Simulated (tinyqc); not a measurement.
From results back to parameters: mean-field antiferromagnet of the Hubbard model on the square lattice. Four cases, with inputs chosen for the exercise.

Problem. In the insulating state f(E-) = 1 and f(E+) = 0, so the gap equation is 1 = (U/2) mean 1/sqrt(e-^2 + Delta^2). Delta is given and U is hidden.

e(k) = -2 t (cx + cy) - 4 t2 cx cy, ci = cos ki; one electron a site; Q = (pi, pi). <n_up - n_dn> = m cos(Q.R) gives Delta = U m/2 and bands E = e+ -/+ sqrt(e-^2 + Delta^2), e+- = (e(k) +- e(k + Q))/2 (the constant U/2 is dropped). Means run over the mesh k_i = 2 pi (j + 1/2)/N of the whole zone: mu from mean(f(E-) + f(E+)) = 1; m(out) = mean of Delta (f(E-) - f(E+))/sqrt(e-^2 + Delta^2); free energy per site F = -kT mean[ln(1 + exp(-(E- - mu)/kT)) + ln(1 + exp(-(E+ - mu)/kT))] + mu + U m^2/4. Order at T > 0 in two dimensions is an artefact of mean field.

Case 1.

Classes of points:
```
|e-| (eV)  e+ (eV)  points
0.0000      0.0000      12
2.0092      0.0000      16
4.0184      0.0000       8
```

Delta = 2.72460 eV

Case 2.

Classes of points:
```
|e-| (eV)  e+ (eV)  points
0.0000      0.0000      12
1.0739      0.0000      16
2.1477      0.0000       8
```

Delta = 2.55184 eV

Case 3.

Classes of points:
```
|e-| (eV)  e+ (eV)  points
0.0000      0.0000      12
0.8833      0.0000      16
1.7667      0.0000       8
```

Delta = 2.32870 eV

Case 4.

Classes of points:
```
|e-| (eV)  e+ (eV)  points
0.0000      0.0000      16
1.0499      0.0000      16
1.4848      0.0000       8
2.5347      0.0000      16
3.5847      0.0000       8
```

Delta = 4.45193 eV

Find: mean 1/sqrt(e-^2 + Delta^2); U; m.

Solution. Form the weighted mean over the classes; U = 2/mean and m = 2 Delta/U.

Case 1.

mean 1/sqrt(e-^2 + Delta^2) = 0.299 1/eV
U = 6.68 eV
m = 0.816

Case 2.

mean 1/sqrt(e-^2 + Delta^2) = 0.358 1/eV
U = 5.59 eV
m = 0.913

Case 3.

mean 1/sqrt(e-^2 + Delta^2) = 0.398 1/eV
U = 5.03 eV
m = 0.926

Case 4.

mean 1/sqrt(e-^2 + Delta^2) = 0.208 1/eV
U = 9.61 eV
m = 0.927

Computed by tinyqc, one run a case: `OMP_NUM_THREADS=1 python tinyqc.py N N+1 out.jsonl` with N = 1651704, 1652243, 1652296, 1652719; one thread of a shared Intel(R) Xeon(R) Processor @ 2.30GHz, about 0.2 s a run at most.
